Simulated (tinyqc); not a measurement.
Semiconductor laser, carrier and photon rate equations: two steps of the calculation.

Carrier density N and photon density S in one mode: dN/dt = F1 = eta I/(q V) - (A N + B N^2 + C N^3) - vg g S; dS/dt = F2 = G vg g S + G be B N^2 - S/tp, with g = g0 ln(N/Ntr)/(1 + ec S). Output power P = Fo Eph S V/(G tp). No heating, no carrier transport.

Inputs (values chosen for the exercise): active volume V = 2.7e-11 cm^3; confinement factor G = 0.065; group velocity vg = 7.27e9 cm/s; gain coefficient g0 = 1400 1/cm; transparency density Ntr = 2e18 cm^-3; gain compression ec = 1.4e-17 cm^3; photon lifetime tp = 3.9 ps; defect recombination coefficient A = 1.4e8 1/s; radiative coefficient B = 1.2e-10 cm^3/s; Auger coefficient C = 1.3e-29 cm^6/s; share of spontaneous emission into the mode be = 5.8e-5; injection efficiency eta = 0.92; share of cavity losses that is output Fo = 0.62; photon energy Eph = 1.27 eV; drive current I = 15 mA; time step dt = 7 ps.

Constants: q = 1.602176634e-19 C. Results are converted to the units shown.

Question 1. Power, relaxation frequency, damping and bandwidth. Jacobian, with a = g0/(N (1 + ec S)) and d = g/(1 + ec S): J11 = -(A + 2 B N + 3 C N^2) - vg a S, J12 = -vg d, J21 = G vg a S + 2 G be B N, J22 = G vg d - 1/tp. wR^2 = det J, gamma = -trace J, fR = wR/(2 pi); the response wR^2/(wR^2 - w^2 + i gamma w) falls to 1/sqrt(2) at w^2 = x + sqrt(x^2 + wR^4), x = wR^2 - gamma^2/2 (f3dB = w/(2 pi)).

N = 2.952431953e18 cm^-3
S = 3.539456606e14 cm^-3

Give: P; fR; gamma; f3dB.

Answer 1.

P = 4.7559 mW
fR = 2.8150 GHz
gamma = 3.6781 1/ns
f3dB = 4.3405 GHz

Question 2. One Runge-Kutta step of a transient. y = (N, S), k1 = F(y), k2 = F(y + dt k1/2), k3 = F(y + dt k2/2), k4 = F(y + dt k3), y(new) = y + dt (k1 + 2 k2 + 2 k3 + k4)/6.

(N, S) at the start: N (1e18 cm^-3) 3.011, S (1e15 cm^-3) 0.177

Wanted: slopes per ps, N in 1e18 and S in 1e15 cm^-3; (N, S) after the step.

Answer 2.

slopes per ps, N in 1e18 and S in 1e15 cm^-3:
```
	dN/dt	dS/dt
k1	5.9054e-4	0.0024087
k2	5.5180e-4	0.0026014
k3	5.4925e-4	0.0026048
k4	5.0780e-4	0.0028074
```

(N, S) after the step: N (1e18 cm^-3) 3.0149, S (1e15 cm^-3) 0.19523

tinyqc, about 0.01 s, one thread, Intel Xeon 2.30GHz (shared host): `OMP_NUM_THREADS=1 python tinyqc.py 2840019 2840020 out.jsonl`
